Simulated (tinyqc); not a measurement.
# Worked calculation: floating body of a partially depleted SOI transistor: body voltage and kink

Program tinyqc, `OMP_NUM_THREADS=1 python tinyqc.py 2182053 2182054 out.jsonl`; Intel Xeon 2.30GHz, shared host, one thread, about 0.2 s. Printed values are rounded.

Source at 0 V. Channel current Ic = 2 nf K Vt^2 [F(0) - F(Vd)](1 + la Vd), F(V) = ln^2(1 + exp((Vg - VT - nf V)/(2 nf Vt))), VT = VT0 - gb Vb. Saturation voltage Vs = 2 Vt sqrt(F(0)) + 3 Vt, excess Ve = (Vd - Vs + sqrt((Vd - Vs)^2 + 0.0004 V^2))/2, multiplication M1 = Ai Ve exp(-Bl/Ve). Each junction passes D(v) = J1 (exp(v/Vt) - 1) + J2 (exp(v/(2 Vt)) - 1). Bipolar current Ib = bb J1 (exp(Vb/Vt) - 1). The body settles where M1 (Ic + Ib) = D(Vb) + D(Vb - Vd) + Vb/Rb; drain current Id = (1 + M1)(Ic + Ib) - D(Vb - Vd).

Inputs (values chosen for the exercise); values of the order met in partially depleted silicon-on-insulator transistors:
- T = 398 K (temperature)
- VT0 = 0.39 V (threshold at zero body voltage)
- gb = 0.17 (fall of the threshold per volt of body voltage)
- nf = 1.46 (slope factor)
- K = 150 uA/(V^2 um) (gain factor per width)
- la = 0.04 1/V (channel-length modulation factor)
- Ai = 2.05 1/V (impact-ionisation prefactor)
- Bl = 8 V (impact-ionisation voltage)
- J1 = 3.9e-10 uA/um (diffusion saturation current of each junction)
- J2 = 1.7e-7 uA/um (recombination saturation current of each junction)
- bb = 3 (gain of the lateral bipolar transistor on the diffusion current)
- Rb = 1e9 kohm um (resistance of a weak body tie to the source (1e9 stands for no tie, and the term is then dropped))
- Vg = 0.7 V (gate voltage)
- Vd = 1.6 V (drain voltage)

Constants: q = 1.602176634e-19 C, kB = 1.380649e-23 J/K, Vt = kB T/q. Results are converted to the units shown.

Range of the model: The multiplication law is an empirical form chosen for the exercise; self-heating and capacitive coupling to the body are left out, and the linear laws are rough once Vb passes about 0.7 V or M1 about 0.1.

## Starting value

Vb = 0.54 V.

Vb at the start = 0.54 V

## Iteration 1: new Vb

Current into the body I_in = M1 (Ic + Ib) - D(Vb - Vd), current out I_out = D(Vb) + Vb/Rb; f = ln(I_in/I_out), s = df/dVb by central differences over 1e-5 V, Vb(new) = Vb - f/s.

Ic = 8.903151 uA/um
Ve = 1.220755 V
M1 = 0.003567072
I_in = 0.03178709 uA/um
I_out = 0.003130954 uA/um
f = 2.317722
s = -26.93623 1/V
Vb after iteration 1 = 0.6260448 V

## Iteration 2: new Vb

As before.

Ic = 9.549135 uA/um
Ve = 1.210903 V
M1 = 0.003354563
I_in = 0.03236545 uA/um
I_out = 0.03456400 uA/um
f = -0.06572135
s = -28.12590 1/V
Vb after iteration 2 = 0.6237081 V

## Course of the iteration

Stop when the step is below 1e-10 V, or after 40 iterations.

Course of the iteration:
```
iteration  Vb before the step (V)  step (V)
1                            0.54    0.0860
2                       0.6260448  -2.34e-3
3                       0.6237081  -1.67e-7
4                       0.6237079   < 1e-14
```

Converged in 4 iterations.

## Drain current with floating and with grounded body

converged Vb = 0.6237079 V

Id and VT at the converged Vb, Id at Vb = 0, their ratio, and the bipolar share Ib/(Ic + Ib).

VT = 0.2839697 V
Id, floating = 9.656090 uA/um
Id, grounded = 5.431530 uA/um
ratio = 1.777784
bipolar share = 0.9609592 %

The body rises to 0.624 V and lowers the threshold by 106 mV.
